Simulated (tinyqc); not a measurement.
Raising the sheet density: Gamma, L and X subbands of a thin body with non-parabolic valleys.

Hard walls, flat band, c = hbar^2/2m0, energies from the bulk Gamma edge. For a valley at angle theta to the normal 1/m_z = cos^2/ml + sin^2/mt and m_d = sqrt(ml mt^2/m_z). Subband n starts at E_v + e with e (1 + a e) = c (n pi/t)^2/m_z, and its density-of-states mass is taken as m_d (1 + 2 a e), without further growth at higher in-plane energy. Groups are named by valley and degeneracy.

n_i = g m/(2 pi c) kB T ln(1 + exp((EF - E_i)/kB T)), sum n_i = Ns (1e12/cm^2 = 1e-4/angstrom^2), c = hbar^2/2m0. Quantum capacitance Cq = 1602.176634 sum g m/(2 pi c) f_i in microfarad/cm^2 with f_i = 1/(1 + exp((E_i - EF)/kB T)); Cox = 34.5313/eot (one gate); C/Cox = Cq/(Cq + Cox), the centroid term left out.

Constants: hbar^2/2m0 = 3.80998211 eV angstrom^2; kB = 8.617333262e-05 eV/K.

Parameters, chosen for this exercise (near those of a thin GaAs channel; shifted at random, so the results belong to these values and not to a real crystal):
```
symbol  value                      unit         meaning
face    110                                     surface
mG      0.0679                     m0           Gamma mass
aG      0.56                       1/eV         Gamma non-parabolicity
EL      0.297                      eV           L edge above Gamma
mL      (1.943, 0.075)             m0           L valleys (four, along <111>): ml, mt
EX      0.416                      eV           X edge above Gamma
mX      (1.25, 0.224)              m0           X valleys (three, along <100>): ml, mt
aS      0.38                       1/eV         non-parabolicity of L and X
t       52                         angstrom     body thickness
T       300                        K            temperature
eot     6                          angstrom     equivalent oxide thickness
Nl      (0.5, 1, 2, 4, 7, 11, 16)  x 1e12/cm^2  sheet densities
```

Fixed thickness, n = 1 to 8 of all groups; the gate overdrive above the lowest edge is (EF - E_lowest)/e + 0.1602177 Ns/Cox in volts.

Results:
```
Ns (1e12/cm^2)  EF - lowest (eV)  Gamma share (%)     Cq  C/Cox  overdrive (V)
0.5                       -0.007             99.1   2.38  0.293          0.006
1.0                        0.019             98.7   3.77  0.396          0.046
2.0                        0.054             97.5   5.19  0.474          0.110
4.0                        0.106             91.0   7.56  0.568          0.217
7.0                        0.151             73.9  15.33  0.727          0.346
11.0                       0.182             56.6  26.92  0.824          0.488
16.0                       0.206             44.2  39.04  0.872          0.652
```

What can be read from this table?

The lowest subband is G1 n=1. At the highest density band filling takes 0.206 V of the 0.652 V overdrive. Cq grows from 2.4 to 39.0 microfarad/cm^2, helped by heavier valleys that begin to fill: the Gamma share falls from 99 % to 44 %.

Run: tinyqc, `OMP_NUM_THREADS=1 python tinyqc.py 1281635 1281636 out.jsonl`; Intel(R) Xeon(R) Processor @ 2.30GHz, one thread, shared host; about 0.04 s of CPU time with all checks.
